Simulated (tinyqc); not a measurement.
Worked calculation: geometry optimisation on the RHF/sto-3g surface (energies and gradients from PySCF), for H3+, spin multiplicity 1. Computed by tinyqc, a small Python program that keeps every step (integrals from PySCF). Settings: charge = 1, multiplicity = 1, basis = sto-3g, optimiser = sd, first Hessian = 0.15, largest step = 0.5, iteration cap = 30. Command: `OMP_NUM_THREADS=1 python tinyqc.py 27872 27873 out.jsonl` (the two numbers bound the seeds that draw the settings). One thread of a shared host (Intel(R) Xeon(R) Processor @ 2.60GHz), about 1 s of CPU time with the checks.

## Step 1: energy and gradient

positions at the start (bohr):
```
            x          y         z
1H  -0.120942   0.015118  0.005669
2H  -0.005669  -0.007559  1.534458
3H   0.075589   1.311470  0.799354
```

Self-consistent energy and analytic gradient at these positions.

energy = -1.21655346 hartree

gradient (hartree/bohr):
```
              x            y            z
1H   0.01522348   0.06225714   0.11329474
2H  -0.00124252   0.07212293  -0.11408025
3H  -0.01398096  -0.13438007   0.00078551
```

## Step 1: move

Steepest descent, p = -g / 0.15; steps longer than 0.5 bohr are cut back (factor 0.325 here).

positions after step 1 (bohr):
```
            x          y          z
1H  -0.153877  -0.119570  -0.239433
2H  -0.002981  -0.163590   1.781260
3H   0.105836   1.602189   0.797655
```

## Step 2: energy and gradient

As before.

energy = -1.23826742 hartree

gradient (hartree/bohr):
```
              x            y            z
1H  -0.00541525  -0.02212517  -0.04032897
2H   0.00056047  -0.02378212   0.03957641
3H   0.00485477   0.04590730   0.00075256
```

## Step 2: move

Steepest descent, p = -g / 0.15; steps longer than 0.5 bohr are cut back (factor 0.937 here).

positions after step 2 (bohr):
```
            x          y         z
1H  -0.120056   0.018615  0.012444
2H  -0.006482  -0.015057  1.534082
3H   0.075515   1.315471  0.792955
```

## Step 3: energy and gradient

As before.

energy = -1.21655814 hartree

gradient (hartree/bohr):
```
              x            y            z
1H   0.01558323   0.06367930   0.11603864
2H  -0.00157149   0.06908251  -0.11422684
3H  -0.01401174  -0.13276182  -0.00181180
```

## Step 3: move

As before.

positions after step 3 (bohr):
```
            x          y          z
1H  -0.153770  -0.119155  -0.238605
2H  -0.003082  -0.164517   1.781211
3H   0.105829   1.602701   0.796874
```

## Convergence

Stop when the largest gradient component is below 3e-5 hartree/bohr.

Course of the optimisation:

| step | E (hartree) | largest gradient (hartree/bohr) |
|---|---|---|
| 1 | -1.21655346 | 1.34e-01 |
| 2 | -1.23826742 | 4.59e-02 |
| 3 | -1.21655814 | 1.33e-01 |
| 4 | -1.23826750 | 4.60e-02 |
| 5 | -1.21655815 | 1.33e-01 |
| 6 | -1.23826750 | 4.60e-02 |
| 7 | -1.21655815 | 1.33e-01 |
| 8 | -1.23826750 | 4.60e-02 |
| 9 | -1.21655815 | 1.33e-01 |
| 10 | -1.23826750 | 4.60e-02 |
| 11 | -1.21655815 | 1.33e-01 |
| 12 | -1.23826750 | 4.60e-02 |
| 13 | -1.21655815 | 1.33e-01 |
| 14 | -1.23826750 | 4.60e-02 |
| 15 | -1.21655815 | 1.33e-01 |
| 16 | -1.23826750 | 4.60e-02 |
| 17 | -1.21655815 | 1.33e-01 |
| 18 | -1.23826750 | 4.60e-02 |
| 19 | -1.21655815 | 1.33e-01 |
| 20 | -1.23826750 | 4.60e-02 |
| 21 | -1.21655815 | 1.33e-01 |
| 22 | -1.23826750 | 4.60e-02 |
| 23 | -1.21655815 | 1.33e-01 |
| 24 | -1.23826750 | 4.60e-02 |
| 25 | -1.21655815 | 1.33e-01 |
| 26 | -1.23826750 | 4.60e-02 |
| 27 | -1.21655815 | 1.33e-01 |
| 28 | -1.23826750 | 4.60e-02 |
| 29 | -1.21655815 | 1.33e-01 |
| 30 | -1.23826750 | 4.60e-02 |

Distances after the last move, whose energy is not in the table (angstrom):

| pair | distance |
|---|---|
| 2H-1H | 0.807465 |
| 3H-1H | 0.807465 |
| 3H-2H | 0.807465 |

Not converged within 30 steps: the energy rises at some steps, so steps overshoot. Reruns: method bfgs, first Hessian 0.6, largest step 0.3: converged in 6 (E = -1.24686).
